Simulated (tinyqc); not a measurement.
Composition of the layer: band edges of strained Si(1-x)Ge(x) on relaxed Si(1-y)Ge(y).

Values are linear in the Ge fraction but for ED(x) = linear - CD x (1 - x) and a(x) = linear - Ca x (1 - x). Energies are on the common scale of Ev.

Coherent growth on a (001) face: e_par = (a(y) - a(x))/a(x), e_perp = -2 (C12/C11) e_par; exx = eyy = e_par, ezz = e_perp, no shear.

A valley with unit axis u lies at Ev + gap + (av + a_valley) tr(e) + Xu (u.e.u - tr(e)/3); the Delta axes are x, y, z and the L axes [111], [1-1-1], [-11-1], [-1-11]. The second-order shift of the Delta valleys under shear is left out; it lowers the pair normal to the sheared plane by tens of meV at a shear of 1 %.

Valence edges: Ev plus the levels of the 6 x 6 matrix of X, Y, Z times spin with -Dso/3 + l exx + m (eyy + ezz) on the diagonal (cyclic), n exy off it, l = av + 2 b, m = av - b, n = sqrt(3) d. Spin-orbit term (Dso/3) L.sigma on X, Y, Z with (L_k)_ij = -i epsilon_kij: <X+|H|Y+> = -i Dso/3, <X+|H|Z-> = Dso/3, <Y+|H|Z-> = -i Dso/3, <Z+|H|X-> = -Dso/3, <Z+|H|Y-> = i Dso/3, <X-|H|Y-> = i Dso/3, and their conjugates; + and - are the spin along z.

Parameters, chosen for this exercise (end members near Si and Ge, in this order; not measured data): a = (5.429, 5.653) angstrom (lattice constant); Dso = (0.043, 0.291) eV (spin-orbit splitting); av = (2.49, 1.25) eV (valence hydrostatic potential); b = (-2.12, -2.57) eV (tetragonal shear potential); d = (-4.74, -5.29) eV (trigonal shear potential); C11 = (166.8, 128.9) GPa; C12 = (63.5, 47.6) GPa; C44 = (79.5, 67.2) GPa; Ev = (0, 0.71) eV (top of the unstrained valence band); ED = (1.176, 0.912) eV (gap to the Delta valleys); EL = (2.023, 0.743) eV (gap to the L valleys); aD = (1.85, 1.34) eV (hydrostatic potential of the Delta gap); aL = (-2.99, -2.91) eV (hydrostatic potential of the L gap); XuD = (9.5, 9.63) eV (uniaxial potential, Delta); XuL = (16.66, 15.4) eV (uniaxial potential, L); CD = 0.185 eV (bowing of the Delta gap); Ca = 0 angstrom (bowing of the lattice constant); face = 001 (growth face); y = 0.86 (Ge fraction of the relaxed buffer).

The buffer is kept. dEc = Ec(buffer) - Ec(layer), dEv = Ev(layer) - Ev(buffer); buffer edges Ev(y) and Ev(y) + min(ED, EL). The digit behind Delta or L counts whole valleys.

Results:
```
x     e_par (%)  lowest valleys  gap (eV)  next valleys above (meV)  valence splitting (meV)  dEc (eV)  dEv (eV)
0.31       2.24          Delta2     0.704                       375                      237     0.402    -0.184
0.51       1.41          Delta2     0.780                       237                      143     0.273    -0.131
0.61       1.01          Delta2     0.822                       169                       98     0.200    -0.099
0.70       0.64          Delta2     0.859                       107                       61     0.130    -0.067
0.80       0.24          Delta2     0.902                        40                       22     0.048    -0.027
0.90      -0.16              L4     0.870                        33                       14     0.020     0.033
1.00      -0.55              L4     0.739                       108                       45     0.068     0.115
```

Give the missing row, x = 0.41.

Computed row:
```
x     e_par (%)  lowest valleys  gap (eV)  next valleys above (meV)  valence splitting (meV)  dEc (eV)  dEv (eV)
0.41       1.83          Delta2     0.741                       306                      189     0.340    -0.159
```

The gap is 0.704 eV in the first row and 0.739 eV in the last, with its largest listed value, 0.902 eV, at x = 0.80. The lowest valleys change: Delta2 to L4 between x = 0.80 and 0.90. Per 0.1 of x the valence offset moves by +43 meV on average; the conduction offset lies between +20 and +402 meV, not monotonically. Both carriers sit on one side for x = 0.90 and 1.00, and on opposite sides elsewhere. Offsets below about 30 meV are within the spread of parameter sets, so those rows do not settle the type. Strains above 2 % can be kept only in layers of a few nanometres.

(tinyqc, `OMP_NUM_THREADS=1 python tinyqc.py 1050746 1050747 out.jsonl`, Intel(R) Xeon(R) Processor @ 2.30GHz, 1 thread, shared host, about 0.01 s.)
